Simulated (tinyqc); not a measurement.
Frequency dispersion of an accumulation capacitance by border traps, distributed model: two steps of the calculation.

Traps spread evenly through the insulator exchange electrons with the semiconductor by tunnelling, with tau(x) = t0 exp(2 ka x) at depth x from the interface. The admittance per area Y seen at depth x obeys dY/dx = -Y^2/(i w eps0 eox) + q Nb ln(1 + i w tau)/tau, with Y(0) = i w Cs and w = 2 pi f; the gate sees Y(tox) = G + i w C. Working variable y = Y/(i w), in uF/cm^2. Cox = eps0 eox/tox.

Parameters, values chosen for the exercise; permittivity close to that of hafnium oxide: relative permittivity of the insulator eox = 19.4; insulator thickness tox = 6.6 nm; semiconductor capacitance in accumulation Cs = 1.8 uF/cm^2; density of border traps Nb = 6.4e19 cm^-3 eV^-1; decay constant of the wave function in the insulator ka = 4.3 1/nm; time constant of a trap at the interface t0 = 2e-10 s; frequency f = 1000 Hz; depth down to which the steps are taken xe = 2.2 nm.

Constants: q = 1.602176634e-19 C, eps0 = 8.8541878128e-14 F/cm where lengths are in cm. Results are converted to the units shown.

Task 1. Scales and lumped estimate. Cox; trap-free value 1/(1/Cox + 1/Cs); response depth d = ln(1/(w t0))/(2 ka), where w tau = 1; lumped estimate: all traps within d act as C_bt = q Nb d placed at d/2, so C = 1/{1/[1/(1/Cs + d/(2 eps0 eox)) + C_bt] + (tox - d/2)/(eps0 eox)}.

Give: Cox; trap-free C; d; C_bt; lumped C.

Result 1.

Cox = 2.6026 uF/cm^2
trap-free C = 1.0641 uF/cm^2
d = 1.5799 nm
C_bt = 1.6200 uF/cm^2
lumped C = 1.5555 uF/cm^2

The traps within reach amount to 0.900 Cs and lie in the first 23.9 % of the insulator.

Task 2. Midpoint steps through the active depth. In terms of y: dy/dx = -y^2/(eps0 eox) + s(x), s = q Nb ln(1 + z)/z, z = i w tau. 9 midpoint steps of h = xe/9: y_half = y + (h/2) y'(x, y), y(new) = y + h y'(x + h/2, y_half).

Find: x; s; y.

Result 2.

```
point   x (nm)  s (uF/(cm^2 nm))     y (uF/cm^2)
0            0    1.0254+0.0000i  1.8000+0.0000i
1      0.24444    1.0254+0.0000i  1.9992+0.0000i
2      0.48889    1.0254+0.0000i  2.1873+0.0000i
3      0.73333    1.0254-0.0004i  2.3641+0.0000i
4      0.97778    1.0254-0.0029i  2.5293-0.0003i
5       1.2222    1.0247-0.0236i  2.6831-0.0023i
6       1.4667    0.9804-0.1810i  2.8241-0.0183i
7       1.7111    0.4173-0.3909i  2.8967-0.1047i
8       1.9556    0.0621-0.1310i  2.8196-0.1545i
9       2.2000    0.0078-0.0264i  2.7161-0.1564i
```

tinyqc, about 0.4 s, one thread, Intel Xeon 2.30GHz (shared host): `OMP_NUM_THREADS=1 python tinyqc.py 2202183 2202184 out.jsonl`
